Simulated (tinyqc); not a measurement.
One-electron ion in a basis of Gaussians, step by step. Computed by tinyqc, a small Python program that keeps every step. Settings: Z = 2, l = 0. Command: `OMP_NUM_THREADS=1 python tinyqc.py 27422 27423 out.jsonl` (the two numbers bound the seeds that draw the settings). One thread of a shared host (Intel(R) Xeon(R) Processor @ 2.60GHz), about 0.01 s of CPU time with the checks.

## Matrices over normalised Gaussians

exponents of r^l exp(-a r^2) (1/bohr^2): 0.54590  1.82200  6.08100  20.30000  67.75000  226.10000

Z = 2

l = 0

With p = a_i + a_j and I(k) = Gamma((k+1)/2) / (2 p^((k+1)/2)): S = I(2l+2), T = (2l+3) a_i a_j S / p, V = -Z I(2l+1), each divided by sqrt(S_ii S_jj).

S, lower triangle:
```
         1        2        3        4        5        6
1  1.00000
2  0.77312  1.00000
3  0.40775  0.77312  1.00000
4  0.18050  0.40770  0.77306  1.00000
5  0.07516  0.18050  0.40771  0.77313  1.00000
6  0.03070  0.07516  0.18051  0.40779  0.77315  1.00000
```

T (hartree), lower triangle:
```
         1        2         3         4          5          6
1  0.81885
2  0.97424  2.73300
3  0.61277  3.25164   9.12150
4  0.28786  2.04495  10.85207  30.45000
5  0.12210  0.96080   6.82522  36.22865  101.62500
6  0.05015  0.40756   3.20687  22.78812  120.91196  339.15000
```

V (hartree), lower triangle:
```
          1         2         3          4          5          6
1  -2.35807
2  -2.68481  -4.30799
3  -2.36884  -4.90490  -7.87023
4  -1.85980  -4.32752  -8.96070  -14.37964
5  -1.40169  -3.39773  -7.90596  -16.37211  -26.26968
6  -1.04290  -2.56083  -6.20740  -14.44564  -29.90968  -47.98995
```

## Generalised eigenproblem

H = T + V (hartree), lower triangle:
```
          1         2         3         4         5          6
1  -1.53922
2  -1.71057  -1.57499
3  -1.75607  -1.65327   1.25127
4  -1.57194  -2.28257   1.89136  16.07036
5  -1.27959  -2.43693  -1.08073  19.85654  75.35532
6  -0.99275  -2.15327  -3.00053   8.34248  91.00228  291.16005
```

Solve H C = S C e through S^(-1/2); each column has its largest component positive (the first on a tie).

eigenvalues of S: 0.02958  0.09247  0.27404  0.73383  1.71212  3.15795

eigenvalues (hartree): -1.99836  0.58226  8.81337  40.48693  156.05467  582.28721

coefficients:
```
         1         2         3         4         5         6
1  0.54079   1.50394  -0.87082   0.40138  -0.19195   0.09388
2  0.41052  -1.46242   2.24603  -1.29649   0.62835  -0.30402
3  0.13696   0.05437  -1.99997   2.41332  -1.38729   0.67497
4  0.03399  -0.08432   0.22832  -2.17601   2.37675  -1.33499
5  0.00701   0.00522  -0.08366   0.30694  -2.15070   2.18971
6  0.00248  -0.00452   0.00708  -0.06805   0.23700  -1.85987
```

For Z = 2 and l = 0 the exact lowest level is -Z^2/(2 n^2) with n = l + 1: -2.000000 hartree.
